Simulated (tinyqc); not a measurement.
Stress in a transistor channel from embedded alloy regions, liners and fins, by half-space elasticity: one step, computed by the program tinyqc.

Plane strain in an isotropic half-space, the same constants everywhere; x along the channel from its centre, y downwards from the free surface; stress is positive in tension.

Question. Mobility change, linear estimate. d mu/mu = -(pi_L s_xx + pi_z s_yy) for the embedded regions alone; the stress across the width is left out.

Inputs (values chosen for the exercise, modelled on silicon): longitudinal piezoresistance coefficient = 73 1e-11/Pa; vertical piezoresistance coefficient = -0.98 1e-11/Pa.

Stressor: Si(1-x)Ge(x) source and drain.

s_xx = -2443.033 MPa

s_yy = -5.498960 MPa

Give: mobility change.

Answer.

mobility change = 178.3 %

The vertical stress supplies -0.0054 of these points. Caution: beyond a few hundred MPa bulk piezoresistance coefficients no longer describe an inversion layer well.
